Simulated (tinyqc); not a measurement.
# Long-channel MOSFET, surface-potential model: effects of single changes

n-channel transistor on a uniformly doped p-type body, gradual-channel approximation, constant mobility, Boltzmann statistics, full ionisation. Potentials are counted from the neutral body; V is the electron quasi-Fermi potential, Vsb at the source and Vsb + Vds at the drain. Charges are magnitudes per area.

Parameters, values chosen for the exercise; material values close to those of silicon:
```
symbol,value,unit,meaning
T,293,K,temperature
Eg,1.13,eV,band gap
eps_r,11.7,,relative permittivity of the semiconductor
Nc,2.7e19,cm^-3,conduction-band density of states at T
Nv,2.53e19,cm^-3,valence-band density of states at T
Na,2.4e17,cm^-3,acceptor density of the body
eox,7.29,,relative permittivity of the gate insulator
tox,4.9,nm,insulator thickness
Vfb,-0.63,V,flat-band voltage
mu,270,cm^2/(V s),channel mobility
W,2,um,gate width
L,0.5,um,gate length
Vsb,0.3,V,source-body reverse bias
Vgs,0.79,V,gate-source voltage
Vds,0.2,V,drain-source voltage
```

Constants: q = 1.602176634e-19 C, kB = 1.380649e-23 J/K, Vt = kB T/q, eps0 = 8.8541878128e-14 F/cm where lengths are in cm. Results are converted to the units shown.

Each table varies one quantity; the others keep the values above.

## Effect of the acceptor density of the body

ni = sqrt(Nc Nv) exp(-Eg/(2 Vt)), Eg in volts; phiF = Vt ln(Na/ni); Cox = eps0 eox/tox; gamma = sqrt(2 q eps0 eps_r Na)/Cox. The surface potential psi at channel potential V solves Vgs + Vsb - Vfb - psi = gamma sqrt(G), G = psi - Vt + Vt exp((psi - 2 phiF - V)/Vt). Charge sheet: Qi = Cox gamma [sqrt(G) - sqrt(psi - Vt)]; I = mu (W/L) [integral of Qi dpsi from psi_0 to psi_L (drift) + Vt (Qi0 - QiL) (diffusion)], with psi_0 at V = Vsb and psi_L at V = Vsb + Vds. VT = Vfb + 2 phiF + gamma sqrt(2 phiF + Vsb), m = 1 + gamma/(2 sqrt(2 phiF + Vsb)). The swing is 20 mV/log10[I(VT - 0.14 V)/I(VT - 0.16 V)] of the charge-sheet current at the given Vds.

Results:

| Na (cm^-3) | gamma (V^0.5) | VT (V) | m | swing (mV/decade) | I at Vgs, Vds (uA) |
|---|---|---|---|---|---|
| 2.4e16 | 0.06776 | 0.2172 | 1.033 | 61.06 | 78.21 |
| 8.2e16 | 0.1252 | 0.3426 | 1.059 | 62.65 | 53.97 |
| 1.5e17 | 0.1694 | 0.4226 | 1.078 | 63.86 | 37.99 |
| 2.8e17 | 0.2314 | 0.5246 | 1.106 | 65.54 | 19.12 |
| 5.2e17 | 0.3154 | 0.6523 | 1.142 | 67.79 | 4.201 |
| 9.6e17 | 0.4285 | 0.8148 | 1.191 | 70.78 | 0.08702 |

Estimate the missing row, Na = 4.4e16 cm^-3.

Computed row:

| Na (cm^-3) | gamma (V^0.5) | VT (V) | m | swing (mV/decade) | I at Vgs, Vds (uA) |
|---|---|---|---|---|---|
| 4.4e16 | 0.09175 | 0.2740 | 1.044 | 61.72 | 67.47 |

With this row back in the table: As Na goes from 2.4e16 to 9.6e17 cm^-3, VT rises from 0.217 to 0.815 V, the swing rises from 61.1 to 70.8 mV a decade and the current falls from 78.2 to 0.0870 uA. The swing is 1.7 % above m Vt ln 10 in the first row and 2.2 % above it in the last. The gate voltage is below VT in 1 of the 7 rows. For Na = 2.4e16 to 5.2e17 cm^-3 the surface electron density at the source passes 0.3 Nc, where degeneracy and quantisation, left out here, matter.

## Output curve

Pao-Sah: Qi(V) = (Cox gamma/2) integral from 3 Vt to psi of exp((u - 2 phiF - V)/Vt)/sqrt(G(u, V)) du, and I = mu (W/L) integral of Qi dV from Vsb to Vsb + Vds. Square law: VT = Vfb + 2 phiF + gamma sqrt(2 phiF + Vsb), m = 1 + gamma/(2 sqrt(2 phiF + Vsb)), I = mu Cox (W/L) [(Vgs - VT) v - m v^2/2] with v the smaller of Vds and (Vgs - VT)/m, and zero below VT.

In this table Vgs = 0.8 V.

Results:

| Vds (V) | psi_L (V) | QiL (nC/cm^2) | I, charge sheet (uA) | I, Pao-Sah (uA) | I, square law (uA) |
|---|---|---|---|---|---|
| 0.05 | 1.351 | 174.4 | 10.68 | 11.10 | 19.59 |
| 0.15 | 1.425 | 68.54 | 23.22 | 24.12 | 47.04 |
| 0.2 | 1.452 | 29.26 | 25.73 | 26.72 | 54.91 |
| 0.24 | 1.465 | 10.35 | 26.53 | 27.53 | 58.40 |
| 0.29 | 1.471 | 1.825 | 26.80 | 27.81 | 59.40 |
| 0.34 | 1.472 | 0.2636 | 26.85 | 27.85 | 59.40 |
| 0.39 | 1.472 | 0.03662 | 26.85 | 27.86 | 59.40 |
| 0.44 | 1.472 | 0.005059 | 26.85 | 27.86 | 59.40 |

Estimate the missing row, Vds = 0.1 V.

Computed row:

| Vds (V) | psi_L (V) | QiL (nC/cm^2) | I, charge sheet (uA) | I, Pao-Sah (uA) | I, square law (uA) |
|---|---|---|---|---|---|
| 0.1 | 1.390 | 118.5 | 18.34 | 19.06 | 35.27 |

With this row back in the table: The Pao-Sah current rises from 11.1 to 27.9 uA, while the charge at the drain end falls from 174 to 0.00506 nC/cm^2. The current first comes within 1 % of its last value at Vds = 0.29 V among the rows listed; the square law saturates at (Vgs - VT)/m = 0.276 V. Over the last two rows psi_L moves by less than 1 mV: the drain has lost hold of the surface potential, so the current no longer grows. In the last row the charge sheet is 3.6 % below Pao-Sah and the square law 2.13 times it. In every row the surface electron density at the source passes 0.3 Nc, where degeneracy and quantisation, left out here, matter.

## Effect of the insulator thickness

Same model as above.

Effect of the insulator thickness:

| tox (nm) | gamma (V^0.5) | VT (V) | m | swing (mV/decade) | I at Vgs, Vds (uA) |
|---|---|---|---|---|---|
| 1.6 | 0.06997 | 0.3396 | 1.032 | 60.90 | 153.0 |
| 2.2 | 0.09620 | 0.3682 | 1.044 | 61.66 | 102.9 |
| 3 | 0.1312 | 0.4064 | 1.060 | 62.68 | 65.28 |
| 4 | 0.1749 | 0.4542 | 1.080 | 63.94 | 38.54 |
| 5.4 | 0.2361 | 0.5211 | 1.108 | 65.70 | 17.97 |
| 7.3 | 0.3192 | 0.6118 | 1.146 | 68.09 | 5.212 |
| 9.8 | 0.4285 | 0.7312 | 1.196 | 71.22 | 0.4873 |

As tox goes from 1.6 to 9.8 nm, VT rises from 0.340 to 0.731 V, the swing rises from 60.9 to 71.2 mV a decade and the current falls from 153 to 0.487 uA. The swing is 1.5 % above m Vt ln 10 in the first row and 2.4 % above it in the last. For tox = 1.6 to 5.4 nm the surface electron density at the source passes 0.3 Nc, where degeneracy and quantisation, left out here, matter.

Computed by the program tinyqc: `OMP_NUM_THREADS=1 python tinyqc.py 2360104 2360105 out.jsonl`, one thread of a shared Intel Xeon 2.30GHz, about 0.06 s for the whole run.
